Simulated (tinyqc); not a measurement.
Worked calculation (part 1 of 2): coupled-perturbed Hartree-Fock on RHF in the 6-31g basis, for H4, spin multiplicity 1. Computed by tinyqc, a small Python program that keeps every step (integrals from PySCF). Settings: charge = 0, multiplicity = 1, basis = 6-31g, method = RHF, energy threshold = 1e-10, iteration cap = 69, orthogonalisation = symmetric, start = Wolfsberg-Helmholz matrix, DIIS depth = 6. Command: `OMP_NUM_THREADS=1 python tinyqc.py 29840 29841 out.jsonl` (the two numbers bound the seeds that draw the settings). One thread of a shared host (Intel(R) Xeon(R) Processor @ 2.60GHz), about 0.1 s of CPU time with the checks. The early iterations of the SCF are left out here.

## One-electron integrals

Geometry (angstrom):
```
atom         x         y         z
H     0.000000  0.000000  0.000000
H     0.000000  0.000000  0.975000
H     0.000000  0.000000  2.134000
H     0.000000  0.000000  3.109000
```

Basis 6-31g: exponents (1/bohr^2) and contraction coefficients of normalised primitives:
```
element  l (shell)   exponent  coefficient
H            s (1)  18.731137     0.033495
H            s (1)   2.825394     0.234727
H            s (1)   0.640122     0.813757
H            s (2)   0.161278     1.000000
```

Overlap, kinetic and nuclear-attraction integrals over the contracted functions; the nuclear repulsion is the sum of Za Zb / Rab.

nuclear repulsion = 2.20822939 hartree

overlap S, lower triangle:
```
          1H 1s     1H 2s     2H 1s     2H 2s     3H 1s     3H 2s     4H 1s     4H 2s
1H 1s  1.000000
1H 2s  0.658292  1.000000
2H 1s  0.269719  0.421365  1.000000
2H 2s  0.421365  0.760523  0.658292  1.000000
3H 1s  0.003689  0.078078  0.164659  0.350514  1.000000
3H 2s  0.078078  0.269446  0.350514  0.679213  0.658292  1.000000
4H 1s  0.000011  0.007226  0.003689  0.078078  0.269719  0.421365  1.000000
4H 2s  0.007226  0.061825  0.078078  0.269446  0.421365  0.760523  0.658292  1.000000
```

kinetic energy T (hartree), lower triangle:
```
           1H 1s      1H 2s      2H 1s      2H 2s     3H 1s     3H 2s     4H 1s     4H 2s
1H 1s   1.395678
1H 2s   0.259735   0.241917
2H 1s   0.041167   0.116516   1.395678
2H 2s   0.116516   0.150407   0.259735   0.241917
3H 1s  -0.009019  -0.012879  -0.027632   0.079909  1.395678
3H 2s  -0.012879   0.008196   0.079909   0.121940  0.259735  0.241917
4H 1s  -0.000065  -0.005635  -0.009019  -0.012879  0.041167  0.116516  1.395678
4H 2s  -0.005635  -0.012797  -0.012879   0.008196  0.116516  0.150407  0.259735  0.241917
```

nuclear attraction V (hartree), lower triangle:
```
           1H 1s      1H 2s      2H 1s      2H 2s      3H 1s      3H 2s      4H 1s      4H 2s
1H 1s  -2.613010
1H 2s  -1.368645  -1.526089
2H 1s  -0.679201  -0.985576  -2.899245
2H 2s  -0.913203  -1.287565  -1.555679  -1.776596
3H 1s  -0.009271  -0.178794  -0.405640  -0.819088  -2.899245
3H 2s  -0.173106  -0.480915  -0.819088  -1.224179  -1.555679  -1.776596
4H 1s  -0.000025  -0.016183  -0.009271  -0.173106  -0.679201  -0.913203  -2.613010
4H 2s  -0.016183  -0.111430  -0.178794  -0.480915  -0.985576  -1.287565  -1.368645  -1.526089
```

core Hamiltonian H = T + V (hartree), lower triangle:
```
           1H 1s      1H 2s      2H 1s      2H 2s      3H 1s      3H 2s      4H 1s      4H 2s
1H 1s  -1.217332
1H 2s  -1.108910  -1.284172
2H 1s  -0.638034  -0.869060  -1.503567
2H 2s  -0.796687  -1.137158  -1.295944  -1.534679
3H 1s  -0.018290  -0.191673  -0.433272  -0.739178  -1.503567
3H 2s  -0.185985  -0.472719  -0.739178  -1.102239  -1.295944  -1.534679
4H 1s  -0.000089  -0.021818  -0.018290  -0.185985  -0.638034  -0.796687  -1.217332
4H 2s  -0.021818  -0.124227  -0.191673  -0.472719  -0.869060  -1.137158  -1.108910  -1.284172
```

## Two-electron integrals

Functions are numbered as in S; the eight-fold symmetry (ij|kl) = (ji|kl) = (kl|ij) leaves the list below.

Two-electron integrals (ij|kl) in chemists' order, unique and non-zero (hartree):
```
(11|11) 1.076566   (21|11) 0.578470   (21|21) 0.329423   (22|11) 0.587396
(22|21) 0.361304   (22|22) 0.453150   (31|11) 0.220922   (31|21) 0.128466
(31|22) 0.144840   (31|31) 0.067988   (32|11) 0.249084   (32|21) 0.154699
(32|22) 0.195429   (32|31) 0.088659   (32|32) 0.133869   (33|11) 0.531313
(33|21) 0.339175   (33|22) 0.447515   (33|31) 0.220922   (33|32) 0.360902
(33|33) 1.076566   (41|11) 0.360902   (41|21) 0.206742   (41|22) 0.228881
(41|31) 0.088659   (41|32) 0.109789   (41|33) 0.249084   (41|41) 0.133869
(42|11) 0.414617   (42|21) 0.257374   (42|22) 0.329533   (42|31) 0.118213
(42|32) 0.170900   (42|33) 0.414617   (42|41) 0.170900   (42|42) 0.262100
(43|11) 0.339175   (43|21) 0.215065   (43|22) 0.283839   (43|31) 0.128466
(43|32) 0.206742   (43|33) 0.578470   (43|41) 0.154699   (43|42) 0.257374
(43|43) 0.329423   (44|11) 0.447515   (44|21) 0.283839   (44|22) 0.382436
(44|31) 0.144840   (44|32) 0.228881   (44|33) 0.587396   (44|41) 0.195429
(44|42) 0.329533   (44|43) 0.361304   (44|44) 0.453150   (51|11) 0.001808
(51|21) 0.001159   (51|22) 0.001560   (51|31) 0.000727   (51|32) 0.001220
(51|33) 0.003550   (51|41) 0.000845   (51|42) 0.001455   (51|43) 0.001985
(51|44) 0.002105   (51|51) 0.000012   (52|11) 0.023917   (52|21) 0.015707
(52|22) 0.023288   (52|31) 0.008907   (52|32) 0.016745   (52|33) 0.047385
(52|41) 0.011178   (52|42) 0.022529   (52|43) 0.029261   (52|44) 0.036626
(52|51) 0.000182   (52|52) 0.004488   (53|11) 0.056470   (53|21) 0.037066
(53|22) 0.054371   (53|31) 0.022181   (53|32) 0.042200   (53|33) 0.124996
(53|41) 0.026741   (53|42) 0.053200   (53|43) 0.073974   (53|44) 0.085767
(53|51) 0.000470   (53|52) 0.010211   (53|53) 0.024852   (54|11) 0.096739
(54|21) 0.063630   (54|22) 0.095434   (54|31) 0.035039   (54|32) 0.066225
(54|33) 0.184629   (54|41) 0.044910   (54|42) 0.092228   (54|43) 0.116611
(54|44) 0.152849   (54|51) 0.000720   (54|52) 0.020004   (54|53) 0.043628
(54|54) 0.092345   (55|11) 0.247974   (55|21) 0.163233   (55|22) 0.247196
(55|31) 0.087216   (55|32) 0.165337   (55|33) 0.453441   (55|41) 0.114210
(55|42) 0.238952   (55|43) 0.294204   (55|44) 0.407526   (55|51) 0.001808
(55|52) 0.060863   (55|53) 0.124996   (55|54) 0.297083   (55|55) 1.076566
(61|11) 0.060863   (61|21) 0.035604   (61|22) 0.040778   (61|31) 0.017116
(61|32) 0.022444   (61|33) 0.053808   (61|41) 0.023920   (61|42) 0.032292
(61|43) 0.032485   (61|44) 0.038940   (61|51) 0.000182   (61|52) 0.002385
(61|53) 0.005811   (61|54) 0.009498   (61|55) 0.023917   (61|61) 0.004488
(62|11) 0.115158   (62|21) 0.073360   (62|22) 0.099937   (62|31) 0.037949
(62|32) 0.060975   (62|33) 0.157839   (62|41) 0.050749   (62|42) 0.087205
(62|43) 0.097119   (62|44) 0.121901   (62|51) 0.000569   (62|52) 0.010193
(62|53) 0.023761   (62|54) 0.042799   (62|55) 0.115158   (62|61) 0.010193
(62|62) 0.032899   (63|11) 0.153471   (63|21) 0.099071   (63|22) 0.136902
(63|31) 0.060084   (63|32) 0.103394   (63|33) 0.297083   (63|41) 0.071673
(63|42) 0.128240   (63|43) 0.170591   (63|44) 0.189581   (63|51) 0.001048
(63|52) 0.017449   (63|53) 0.043628   (63|54) 0.070954   (63|55) 0.184629
(63|61) 0.015340   (63|62) 0.051513   (63|63) 0.092345   (64|11) 0.224037
(64|21) 0.145523   (64|22) 0.209194   (64|31) 0.077918   (64|32) 0.134866
(64|33) 0.359537   (64|41) 0.101901   (64|42) 0.191590   (64|43) 0.223959
(64|44) 0.289043   (64|51) 0.001336   (64|52) 0.028641   (64|53) 0.064240
(64|54) 0.125527   (64|55) 0.359537   (64|61) 0.021023   (64|62) 0.079298
(64|63) 0.125527   (64|64) 0.209052   (65|11) 0.163233   (65|21) 0.107433
(65|22) 0.162298   (65|31) 0.057324   (65|32) 0.107631   (65|33) 0.294204
(65|41) 0.075134   (65|42) 0.155614   (65|43) 0.189542   (65|44) 0.260717
(65|51) 0.001159   (65|52) 0.035604   (65|53) 0.073974   (65|54) 0.170591
(65|55) 0.578470   (65|61) 0.015707   (65|62) 0.073360   (65|63) 0.116611
(65|64) 0.223959   (65|65) 0.329423   (66|11) 0.247196   (66|21) 0.162298
(66|22) 0.242518   (66|31) 0.084899   (66|32) 0.152902   (66|33) 0.407526
(66|41) 0.112860   (66|42) 0.225556   (66|43) 0.260717   (66|44) 0.359084
(66|51) 0.001560   (66|52) 0.040778   (66|53) 0.085767   (66|54) 0.189581
(66|55) 0.587396   (66|61) 0.023288   (66|62) 0.099937   (66|63) 0.152849
(66|64) 0.289043   (66|65) 0.361304   (66|66) 0.453150   (71|11) 3.59e-06
(71|21) 2.36e-06   (71|22) 3.47e-06   (71|31) 1.40e-06   (71|32) 2.67e-06
(71|33) 0.000008   (71|41) 1.70e-06   (71|42) 3.39e-06   (71|43) 4.68e-06
(71|44) 0.000005   (71|51) 2.97e-08   (71|52) 6.49e-07   (71|53) 1.58e-06
(71|54) 2.77e-06   (71|55) 0.000008   (71|61) 3.68e-07   (71|62) 1.52e-06
(71|63) 2.77e-06   (71|64) 4.10e-06   (71|65) 4.68e-06   (71|66) 0.000005
(72|11) 0.001527   (72|21) 0.001005   (72|22) 0.001525   (72|31) 0.000514
(72|32) 0.000940   (72|33) 0.002496   (72|41) 0.000694   (72|42) 0.001428
(72|43) 0.001633   (72|44) 0.002376   (72|51) 0.000010   (72|52) 0.000317
(72|53) 0.000621   (72|54) 0.001585   (72|55) 0.005532   (72|61) 0.000142
(72|62) 0.000670   (72|63) 0.000996   (72|64) 0.002123   (72|65) 0.003267
(72|66) 0.003773   (72|71) 3.93e-08   (72|72) 0.000038   (73|11) 0.000958
(73|21) 0.000630   (73|22) 0.000952   (73|31) 0.000342   (73|32) 0.000652
(73|33) 0.001808   (73|41) 0.000443   (73|42) 0.000923   (73|43) 0.001159
(73|44) 0.001560   (73|51) 0.000007   (73|52) 0.000221   (73|53) 0.000470
(73|54) 0.001048   (73|55) 0.003550   (73|61) 0.000093   (73|62) 0.000439
(73|63) 0.000720   (73|64) 0.001336   (73|65) 0.001985   (73|66) 0.002105
(73|71) 2.97e-08   (73|72) 0.000019   (73|73) 0.000012   (74|11) 0.015291
(74|21) 0.010066   (74|22) 0.015282   (74|31) 0.005050   (74|32) 0.009123
(74|33) 0.023917   (74|41) 0.006908   (74|42) 0.014126   (74|43) 0.015707
(74|44) 0.023288   (74|51) 0.000093   (74|52) 0.003029   (74|53) 0.005811
(74|54) 0.015340   (74|55) 0.053808   (74|61) 0.001406   (74|62) 0.006565
(74|63) 0.009498   (74|64) 0.021023   (74|65) 0.032485   (74|66) 0.038940
(74|71) 3.68e-07   (74|72) 0.000403   (74|73) 0.000182   (74|74) 0.004488
(75|11) 0.054580   (75|21) 0.035929   (75|22) 0.054558   (75|31) 0.018176
(75|32) 0.033083   (75|33) 0.087216   (75|41) 0.024721   (75|42) 0.050854
(75|43) 0.057324   (75|44) 0.084899   (75|51) 0.000342   (75|52) 0.011693
(75|53) 0.022181   (75|54) 0.060084   (75|55) 0.220922   (75|61) 0.005050
(75|62) 0.024001   (75|63) 0.035039   (75|64) 0.077918   (75|65) 0.128466
(75|66) 0.144840   (75|71) 1.40e-06   (75|72) 0.001566   (75|73) 0.000727
(75|74) 0.017116   (75|75) 0.067988   (76|11) 0.076171   (76|21) 0.050143
(76|22) 0.076158   (76|31) 0.024721   (76|32) 0.044055   (76|33) 0.114210
(76|41) 0.034221   (76|42) 0.069390   (76|43) 0.075134   (76|44) 0.112860
(76|51) 0.000443   (76|52) 0.014072   (76|53) 0.026741   (76|54) 0.071673
(76|55) 0.249084   (76|61) 0.006908   (76|62) 0.031765   (76|63) 0.044910
(76|64) 0.101901   (76|65) 0.154699   (76|66) 0.195429   (76|71) 1.70e-06
(76|72) 0.002063   (76|73) 0.000845   (76|74) 0.023920   (76|75) 0.088659
(76|76) 0.133869   (77|11) 0.170208   (77|21) 0.112047   (77|22) 0.170205
(77|31) 0.054580   (77|32) 0.096353   (77|33) 0.247974   (77|41) 0.076171
(77|42) 0.153474   (77|43) 0.163233   (77|44) 0.247196   (77|51) 0.000958
(77|52) 0.029914   (77|53) 0.056470   (77|54) 0.153471   (77|55) 0.531313
(77|61) 0.015291   (77|62) 0.069498   (77|63) 0.096739   (77|64) 0.224037
(77|65) 0.339175   (77|66) 0.447515   (77|71) 3.59e-06   (77|72) 0.004975
(77|73) 0.001808   (77|74) 0.060863   (77|75) 0.220922   (77|76) 0.360902
(77|77) 1.076566   (81|11) 0.004975   (81|21) 0.002986   (81|22) 0.003573
(81|31) 0.001566   (81|32) 0.002190   (81|33) 0.005532   (81|41) 0.002063
(81|42) 0.002973   (81|43) 0.003267   (81|44) 0.003773   (81|51) 0.000019
(81|52) 0.000251   (81|53) 0.000621   (81|54) 0.000996   (81|55) 0.002496
(81|61) 0.000403   (81|62) 0.000996   (81|63) 0.001585   (81|64) 0.002123
(81|65) 0.001633   (81|66) 0.002376   (81|71) 3.93e-08   (81|72) 0.000015
(81|73) 0.000010   (81|74) 0.000142   (81|75) 0.000514   (81|76) 0.000694
(81|77) 0.001527   (81|81) 0.000038   (82|11) 0.020393   (82|21) 0.013246
(82|22) 0.019042   (82|31) 0.007092   (82|32) 0.012276   (82|33) 0.032727
(82|41) 0.009275   (82|42) 0.017439   (82|43) 0.020386   (82|44) 0.026310
(82|51) 0.000122   (82|52) 0.002607   (82|53) 0.005847   (82|54) 0.011426
(82|55) 0.032727   (82|61) 0.001914   (82|62) 0.007218   (82|63) 0.011426
(82|64) 0.019029   (82|65) 0.020386   (82|66) 0.026310   (82|71) 3.74e-07
(82|72) 0.000193   (82|73) 0.000122   (82|74) 0.001914   (82|75) 0.007092
(82|76) 0.009275   (82|77) 0.020393   (82|81) 0.000193   (82|82) 0.001732
(83|11) 0.029914   (83|21) 0.019494   (83|22) 0.027800   (83|31) 0.011693
(83|32) 0.021036   (83|33) 0.060863   (83|41) 0.014072   (83|42) 0.026529
(83|43) 0.035604   (83|44) 0.040778   (83|51) 0.000221   (83|52) 0.004179
(83|53) 0.010211   (83|54) 0.017449   (83|55) 0.047385   (83|61) 0.003029
(83|62) 0.011180   (83|63) 0.020004   (83|64) 0.028641   (83|65) 0.029261
(83|66) 0.036626   (83|71) 6.49e-07   (83|72) 0.000251   (83|73) 0.000182
(83|74) 0.002385   (83|75) 0.008907   (83|76) 0.011178   (83|77) 0.023917
(83|81) 0.000317   (83|82) 0.002607   (83|83) 0.004488   (84|11) 0.069498
(84|21) 0.045588   (84|22) 0.067842   (84|31) 0.024001   (84|32) 0.043118
(84|33) 0.115158   (84|41) 0.031765   (84|42) 0.063114   (84|43) 0.073360
(84|44) 0.099937   (84|51) 0.000439   (84|52) 0.011180   (84|53) 0.023761
(84|54) 0.051513   (84|55) 0.157839   (84|61) 0.006565   (84|62) 0.027765
(84|63) 0.042799   (84|64) 0.079298   (84|65) 0.097119   (84|66) 0.121901
(84|71) 1.52e-06   (84|72) 0.000996   (84|73) 0.000569   (84|74) 0.010193
(84|75) 0.037949   (84|76) 0.050749   (84|77) 0.115158   (84|81) 0.000670
(84|82) 0.007218   (84|83) 0.010193   (84|84) 0.032899   (85|11) 0.096353
(85|21) 0.063425   (85|22) 0.096095   (85|31) 0.033083   (85|32) 0.061427
(85|33) 0.165337   (85|41) 0.044055   (85|42) 0.091201   (85|43) 0.107631
(85|44) 0.152902   (85|51) 0.000652   (85|52) 0.021036   (85|53) 0.042200
(85|54) 0.103394   (85|55) 0.360902   (85|61) 0.009123   (85|62) 0.043118
(85|63) 0.066225   (85|64) 0.134866   (85|65) 0.206742   (85|66) 0.228881
(85|71) 2.67e-06   (85|72) 0.002190   (85|73) 0.001220   (85|74) 0.022444
(85|75) 0.088659   (85|76) 0.109789   (85|77) 0.249084   (85|81) 0.000940
(85|82) 0.012276   (85|83) 0.016745   (85|84) 0.060975   (85|85) 0.133869
(86|11) 0.153474   (86|21) 0.100989   (86|22) 0.152767   (86|31) 0.050854
(86|32) 0.091201   (86|33) 0.238952   (86|41) 0.069390   (86|42) 0.140271
(86|43) 0.155614   (86|44) 0.225556   (86|51) 0.000923   (86|52) 0.026529
(86|53) 0.053200   (86|54) 0.128240   (86|55) 0.414617   (86|61) 0.014126
(86|62) 0.063114   (86|63) 0.092228   (86|64) 0.191590   (86|65) 0.257374
(86|66) 0.329533   (86|71) 3.39e-06   (86|72) 0.002973   (86|73) 0.001455
(86|74) 0.032292   (86|75) 0.118213   (86|76) 0.170900   (86|77) 0.414617
(86|81) 0.001428   (86|82) 0.017439   (86|83) 0.022529   (86|84) 0.087205
(86|85) 0.170900   (86|86) 0.262100   (87|11) 0.112047   (87|21) 0.073759
(87|22) 0.112040   (87|31) 0.035929   (87|32) 0.063425   (87|33) 0.163233
(87|41) 0.050143   (87|42) 0.100989   (87|43) 0.107433   (87|44) 0.162298
(87|51) 0.000630   (87|52) 0.019494   (87|53) 0.037066   (87|54) 0.099071
(87|55) 0.339175   (87|61) 0.010066   (87|62) 0.045588   (87|63) 0.063630
(87|64) 0.145523   (87|65) 0.215065   (87|66) 0.283839   (87|71) 2.36e-06
(87|72) 0.002986   (87|73) 0.001159   (87|74) 0.035604   (87|75) 0.128466
(87|76) 0.206742   (87|77) 0.578470   (87|81) 0.001005   (87|82) 0.013246
(87|83) 0.015707   (87|84) 0.073360   (87|85) 0.154699   (87|86) 0.257374
(87|87) 0.329423   (88|11) 0.170205   (88|21) 0.112040   (88|22) 0.170064
(88|31) 0.054558   (88|32) 0.096095   (88|33) 0.247196   (88|41) 0.076158
(88|42) 0.152767   (88|43) 0.162298   (88|44) 0.242518   (88|51) 0.000952
(88|52) 0.027800   (88|53) 0.054371   (88|54) 0.136902   (88|55) 0.447515
(88|61) 0.015282   (88|62) 0.067842   (88|63) 0.095434   (88|64) 0.209194
(88|65) 0.283839   (88|66) 0.382436   (88|71) 3.47e-06   (88|72) 0.003573
(88|73) 0.001560   (88|74) 0.040778   (88|75) 0.144840   (88|76) 0.228881
(88|77) 0.587396   (88|81) 0.001525   (88|82) 0.019042   (88|83) 0.023288
(88|84) 0.099937   (88|85) 0.195429   (88|86) 0.329533   (88|87) 0.361304
(88|88) 0.453150
```

## Orthogonalisation

S = U s U^T; symmetric (Loewdin) form X = U s^(-1/2) U^T, so that X^T S X = 1.

eigenvalues of S: 0.032240  0.146276  0.335752  0.440839  0.662010  0.944187  2.064290  3.374406

X, lower triangle:
```
           1H 1s      1H 2s      2H 1s      2H 2s      3H 1s      3H 2s      4H 1s     4H 2s
1H 1s   1.261488
1H 2s  -0.482074   1.906705
2H 1s  -0.058077   0.102120   1.283880
2H 2s  -0.022364  -1.206710  -0.637631   3.005145
3H 1s  -0.005668   0.006433  -0.009872   0.090220   1.283880
3H 2s   0.094513   0.494269   0.090220  -1.597917  -0.637631   3.005145
4H 1s  -0.007930  -0.034210  -0.005668   0.094513  -0.058077  -0.022364   1.261488
4H 2s  -0.034210  -0.147218   0.006433   0.494269   0.102120  -1.206710  -0.482074  1.906705
```

## Starting guess

The start is the generalised Wolfsberg-Helmholz matrix (K = 1.75) built on H; D = 2 C_occ C_occ^T.

D at the start, lower triangle:
```
           1H 1s      1H 2s      2H 1s      2H 2s     3H 1s     3H 2s     4H 1s     4H 2s
1H 1s   0.096154
1H 2s   0.127733   0.177084
2H 1s   0.138946   0.206326   0.264684
2H 2s   0.115933   0.188366   0.268490   0.299299
3H 1s  -0.108801  -0.112165  -0.062109   0.019096  0.264684
3H 2s  -0.073137  -0.054692   0.019096   0.108972  0.268490  0.299299
4H 1s  -0.091668  -0.113721  -0.108801  -0.073137  0.138946  0.115933  0.096154
4H 2s  -0.113721  -0.133316  -0.112165  -0.054692  0.206326  0.188366  0.127733  0.177084
```

## Iteration 7 (converged): orbitals

converged F (hartree), lower triangle:
```
           1H 1s      1H 2s      2H 1s      2H 2s      3H 1s      3H 2s      4H 1s      4H 2s
1H 1s   0.077389
1H 2s  -0.435468  -0.319392
2H 1s  -0.429010  -0.442877   0.023494
2H 2s  -0.418582  -0.378523  -0.490169  -0.415542
3H 1s  -0.033874  -0.117498  -0.245686  -0.311748   0.023494
3H 2s  -0.147652  -0.202182  -0.311748  -0.326441  -0.490169  -0.415542
4H 1s   0.020704  -0.007583  -0.033874  -0.147652  -0.429010  -0.418582   0.077389
4H 2s  -0.007583  -0.055890  -0.117498  -0.202182  -0.442877  -0.378523  -0.435468  -0.319392
```

Diagonalise F' = X^T F X, C = X C', fill 2 alpha and 2 beta electrons from the bottom; D = 2 C_occ C_occ^T. Each column has its largest component positive (the first on a tie).

F' = X^T F X (hartree), lower triangle:
```
           1          2          3          4          5          6          7         8
1   0.614861
2  -0.559565   0.253138
3  -0.294523  -0.094951   0.602829
4  -0.181439  -0.226030  -0.638860   0.451270
5   0.032334   0.019843  -0.115495  -0.066420   0.602829
6   0.070862  -0.048017  -0.066420  -0.247252  -0.638860   0.451270
7  -0.006729  -0.005826   0.032334   0.070862  -0.294523  -0.181439   0.614861
8  -0.005826   0.038091   0.019843  -0.048017  -0.094951  -0.226030  -0.559565  0.253138
```

orbital energies (hartree): MO1 -0.634202, MO2 -0.460876, MO3 0.121315, MO4 0.366023, MO5 0.875930, MO6 1.047347, MO7 1.227670, MO8 1.300989

coefficients C:
```
            MO1        MO2        MO3        MO4        MO5        MO6        MO7        MO8
1H 1s  0.171701   0.235290   0.164269   0.028748   0.637958   0.897779  -0.678349   0.228055
1H 2s  0.152373   0.256431   0.850371  -1.476798  -0.481718  -0.462650   0.981045  -1.095490
2H 1s  0.236262   0.182963  -0.143717   0.195880   0.571984   0.150183   0.752104  -1.006644
2H 2s  0.217027   0.347195  -0.602941   2.215090  -0.402243  -0.756791  -0.907704   2.590862
3H 1s  0.236262  -0.182963  -0.143717  -0.195880   0.571984  -0.150183   0.752104   1.006644
3H 2s  0.217027  -0.347195  -0.602941  -2.215090  -0.402243   0.756791  -0.907704  -2.590862
4H 1s  0.171701  -0.235290   0.164269  -0.028748   0.637958  -0.897779  -0.678349  -0.228055
4H 2s  0.152373  -0.256431   0.850371   1.476798  -0.481718   0.462650   0.981045   1.095490
```

D after iteration 7, lower triangle:
```
           1H 1s      1H 2s      2H 1s      2H 2s     3H 1s     3H 2s     4H 1s     4H 2s
1H 1s   0.169686
1H 2s   0.172997   0.177949
2H 1s   0.167232   0.165835   0.178590
2H 2s   0.237911   0.244202   0.229598   0.335291
3H 1s  -0.004966  -0.021835   0.044689  -0.024497  0.178590
3H 2s  -0.088856  -0.111925  -0.024497  -0.146888  0.229598  0.335291
4H 1s  -0.051761  -0.068346  -0.004966  -0.088856  0.167232  0.237911  0.169686
4H 2s  -0.068346  -0.085079  -0.021835  -0.111925  0.165835  0.244202  0.172997  0.177949
```
